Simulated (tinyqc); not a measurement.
The first four gaps: longitudinal sound in a periodic multilayer: transfer matrices, stop bands and folded phonons. Computed by tinyqc, a small Python program. Command: `OMP_NUM_THREADS=1 python tinyqc.py 3000363 3000364 out.jsonl multilayer walk`. One thread of a shared host (Intel(R) Xeon(R) Processor @ 2.30GHz), about 0.01 s of CPU time with the checks.

Layers 1 and 2 repeat with period d = d_1 + d_2; waves travel normal to the layers, without loss. State vector (u, s): displacement u and stress divided by omega. Impedances Z = rho v are in 1e6 kg/(m^2 s).

Inputs (values chosen for the exercise, modelled on silica (layer 1), titanium nitride (layer 2) and gallium arsenide (substrate)):

| quantity | value | unit |
|---|---|---|
| density rho_1 | 2.19 | g/cm^3 |
| velocity v_1 | 5860 | m/s |
| thickness d_1 | 29.7 | nm |
| density rho_2 | 5.51 | g/cm^3 |
| velocity v_2 | 10400 | m/s |
| thickness d_2 | 88 | nm |
| substrate density | 5.4 | g/cm^3 |
| substrate velocity | 4660 | m/s |

Method:
- Z = rho v; interface reflection r = (Z_2 - Z_1)/(Z_2 + Z_1) (stress amplitude, from 1 into 2); Bragg frequency f_B = 1/[2 (d_1/v_1 + d_2/v_2)]; long-wave velocity v_eff = d/sqrt[(d_1/v_1)^2 + (d_2/v_2)^2 + (Z_1/Z_2 + Z_2/Z_1)(d_1/v_1)(d_2/v_2)].
- A layer maps (u, s) by [[cos p, sin p/Z], [-Z sin p, cos p]], p = 2 pi f d_i/v_i; one period is M = M_2 M_1, and cos(q d) = trace(M)/2.
- Gap m contains m f_B; its edges, where trace(M)/2 = (-1)^m, are found by root search. Weak-contrast estimate of the width: (4 f_B/pi) |r sin(m pi a)|, a = (d_1/v_1)/(d_1/v_1 + d_2/v_2).

Bragg frequency f_B = 36.9555 GHz

Z_1 = 12.8334

Z_2 = 57.304

interface reflection r = 0.634050

Stop bands (GHz):

| m | lower edge | upper edge | width | weak-contrast estimate |
|---|---|---|---|---|
| 1 | 21.29 | 50.50 | 29.210 | 27.549 |
| 2 | 64.21 | 86.36 | 22.150 | 21.149 |
| 3 | 104.15 | 115.82 | 11.677 | 11.313 |
| 4 | 131.92 | 163.69 | 31.766 | 29.834 |

What follows from these numbers?

With a = 0.375, gap 4 is the widest and gap 3 the narrowest; gap m closes when m a is a whole number. The weak-contrast estimate misses the first width by -5.7 % at |r| = 0.63. Odd gaps open at the edge of the folded zone (q = pi/d), even ones at its centre.
